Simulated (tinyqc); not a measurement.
Worked calculation: UHF in the 3-21g basis, for H2, spin multiplicity 3. One step of it, computed by the program tinyqc.

Problem. Iteration 2: diagonalisation and new density. Diagonalise F' = X^T F X, C = X C', fill 2 alpha and 0 beta electrons from the bottom; D(s) = C_occ C_occ^T. Each column has its largest component positive (the first on a tie).

extrapolated F(alpha) (hartree), order 1H 1s, 1H 2s, 2H 1s, 2H 2s:
$$\begin{pmatrix}
-0.069900 & -0.589615 & -0.125025 & -0.269781 \\
-0.589615 & -0.432162 & -0.269781 & -0.320032 \\
-0.125025 & -0.269781 & -0.069900 & -0.589615 \\
-0.269781 & -0.320032 & -0.589615 & -0.432162
\end{pmatrix}$$

extrapolated F(beta) (hartree), order 1H 1s, 1H 2s, 2H 1s, 2H 2s:
$$\begin{pmatrix}
0.627144 & -0.034302 & -0.073431 & -0.075269 \\
-0.034302 & 0.102985 & -0.075269 & -0.018673 \\
-0.073431 & -0.075269 & 0.627144 & -0.034302 \\
-0.075269 & -0.018673 & -0.034302 & 0.102985
\end{pmatrix}$$

X, order 1H 1s, 1H 2s, 2H 1s, 2H 2s:
$$\begin{pmatrix}
1.240517 & -0.482374 & 0.028701 & 0.030790 \\
-0.482374 & 1.406103 & 0.030790 & -0.385728 \\
0.028701 & 0.030790 & 1.240517 & -0.482374 \\
0.030790 & -0.385728 & -0.482374 & 1.406103
\end{pmatrix}$$

Give: F' = X^T F X; orbital energies; coefficients C; F' = X^T F X; orbital energies; coefficients C; D(alpha) after iteration 2; D(beta) after iteration 2.

Solution.

F' = X^T F X (alpha) (hartree):
$$\begin{pmatrix}
0.4835 & -0.7699 & 0.0343 & -0.0600 \\
-0.7699 & 0.1059 & -0.0600 & -0.1368 \\
0.0343 & -0.0600 & 0.4835 & -0.7699 \\
-0.0600 & -0.1368 & -0.7699 & 0.1059
\end{pmatrix}$$

orbital energies (alpha) (hartree): MO1 -0.6307, MO2 -0.3714, MO3 1.0633, MO4 1.1175

coefficients C (alpha), order 1H 1s, 1H 2s, 2H 1s, 2H 2s:
$$\begin{pmatrix}
0.2669 & 0.2862 & -0.8854 & 0.9144 \\
0.3978 & 0.7208 & 1.1034 & -0.6814 \\
0.2669 & -0.2862 & 0.8854 & 0.9144 \\
0.3978 & -0.7208 & -1.1034 & -0.6814
\end{pmatrix}$$

F' = X^T F X (beta) (hartree):
$$\begin{pmatrix}
1.0223 & -0.4841 & 0.0124 & -0.0363 \\
-0.4841 & 0.4007 & -0.0363 & -0.0990 \\
0.0124 & -0.0363 & 1.0223 & -0.4841 \\
-0.0363 & -0.0990 & -0.4841 & 0.4007
\end{pmatrix}$$

orbital energies (beta) (hartree): MO1 0.0316, MO2 0.2395, MO3 1.2701, MO4 1.3048

coefficients C (beta), order 1H 1s, 1H 2s, 2H 1s, 2H 2s:
$$\begin{pmatrix}
0.1299 & 0.1169 & -0.9232 & 0.9437 \\
0.4934 & 0.9131 & 0.9504 & -0.6157 \\
0.1299 & -0.1169 & 0.9232 & 0.9437 \\
0.4934 & -0.9131 & -0.9504 & -0.6157
\end{pmatrix}$$

D(alpha) after iteration 2, order 1H 1s, 1H 2s, 2H 1s, 2H 2s:
$$\begin{pmatrix}
0.1531 & 0.3124 & -0.0107 & -0.1001 \\
0.3124 & 0.6778 & -0.1001 & -0.3614 \\
-0.0107 & -0.1001 & 0.1531 & 0.3124 \\
-0.1001 & -0.3614 & 0.3124 & 0.6778
\end{pmatrix}$$

D(beta) after iteration 2, order 1H 1s, 1H 2s, 2H 1s, 2H 2s:
$$\begin{pmatrix}
0.0000 & 0.0000 & 0.0000 & 0.0000 \\
0.0000 & 0.0000 & 0.0000 & 0.0000 \\
0.0000 & 0.0000 & 0.0000 & 0.0000 \\
0.0000 & 0.0000 & 0.0000 & 0.0000
\end{pmatrix}$$
